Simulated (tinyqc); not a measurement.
Epitaxial growth on a vicinal surface: Burton-Cabrera-Frank step flow, step-edge barrier and island nucleation: one step, computed by the program tinyqc.

Adatoms land at rate F, hop on a square grid (a simplification for hexagonal faces), desorb, or join steps. Lengths are in units of a and n is the adatom coverage. Steps ascend at x = 0 and descend at x = l.

Question. Scales. D = nu exp(-E_d/(k_B T)) (a^2/s, nu counted per direction); tau = exp(E_a/(k_B T))/nu; x_s = sqrt(D tau); n_eq = exp(-E_f/(k_B T)); terrace width l = h/(a tan(miscut)); Schwoebel length l_s = exp(E_s/(k_B T)) - 1. Temperatures in kelvin are T(C) + 273.15.

Inputs (values chosen for the exercise, close to those used for Ge(001)):
```
quantity                     value      unit
site spacing a                   4  angstrom
step height h                 1.41  angstrom
diffusion barrier E_d         0.66        eV
desorption energy E_a         2.72        eV
adatom formation energy E_f   1.02        eV
step-edge barrier E_s          0.2        eV
attempt frequency nu             5       THz
miscut angle                     4   degrees
temperature T                  580         C
```

Constants: k_B = 8.617333262e-05 eV/K.

Give: D; lifetime tau; diffusion length x_s; equilibrium coverage n_eq; terrace width l; Schwoebel length l_s.

Answer.

D = 6.312e+08 a^2/s

lifetime tau = 2338 s

diffusion length x_s = 1.215e+06 a

equilibrium coverage n_eq = 9.432e-07

terrace width l = 5.041 a

Schwoebel length l_s = 14.19 a

l/x_s = 4.15e-6: nearly every adatom reaches a step.
